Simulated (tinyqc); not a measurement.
Telling the models apart: thermal, flicker and telegraph noise of a field-effect transistor. Computed by tinyqc, a small Python program. Command: `OMP_NUM_THREADS=1 python tinyqc.py 3004339 3004340 out.jsonl noise walk`. One thread of a shared host (Intel(R) Xeon(R) Processor @ 2.30GHz), about 0.01 s of CPU time with the checks.

Strong inversion, threshold roll-off and channel-length modulation left out; noise sources are uncorrelated and are given as one-sided spectral densities.

Inputs (values chosen for the exercise, modelled on a high-k silicon transistor):
```
quantity                        value         unit
width W                           2.6   micrometre
length L                           59           nm
electrical oxide thickness t      1.8           nm
mobility mu                       140   cm^2/(V s)
saturation velocity v_s          0.96     1e7 cm/s
oxide trap density N_t        5.5e+16  1/(eV cm^3)
oxide barrier phi                 2.9           eV
oxide mass m_ox                  0.43          m_0
Hooge parameter alpha_H       2.5e-06            -
frequency f                      3000           Hz
temperature T                     400            K
```

Operating region: saturation. Flicker model: Hooge.

Constants: eps_0 = 8.8541878128e-12 F/m; hbar = 1.054571817e-34 J s; m_0 = 9.1093837015e-31 kg; e = 1.602176634e-19 C; k_B = 8.617333262e-05 eV/K.

Method. C_ox = 3.9 eps_0/t; V_c = 2 v_s L/mu; I = W C_ox v_s V_ov^2/(V_ov + V_c); g_m = W C_ox v_s V_ov (V_ov + 2 V_c)/(V_ov + V_c)^2; g_d0 = mu C_ox (W/L) V_ov. Tunnelling length lambda = hbar/(2 sqrt(2 m_ox phi)); flat-band noise S_Vfb = e^2 k_B T lambda N_t/(W L C_ox^2 f). Hooge: S_I = I^2 alpha_H/(f N), N = W L C_ox V_ov/e (the source-end density).

Against the overdrive:
```
V_ov (V)  I (microampere)  (g_m/I)^2 (1/V^2)  S_I/I^2 (1/Hz)  S_I/g_m^2 (V^2/Hz)
0.20                189.8             81.163      2.2685e-13          2.7949e-15
0.25                282.6             49.785      1.8148e-13          3.6452e-15
0.32                434.2             28.776      1.4178e-13          4.9269e-15
0.40                633.6             17.414      1.1342e-13          6.5135e-15
0.50                914.4             10.473      9.0739e-14          8.6644e-15
0.63               1320.6              6.149      7.2015e-14          1.1711e-14
0.80               1904.5              3.529      5.6712e-14          1.6070e-14
1.00               2646.7              2.095      4.5369e-14          2.1661e-14
```

What does the comparison show, and why?

S_I/I^2 falls as V_ov^-1.00 at first and V_ov^-1.00 at the end; (g_m/I)^2 as V_ov^-2.19 and V_ov^-2.34. S_I/I^2 follows 1/N, so the input-referred noise rises by a factor 7.75, roughly as V_ov.
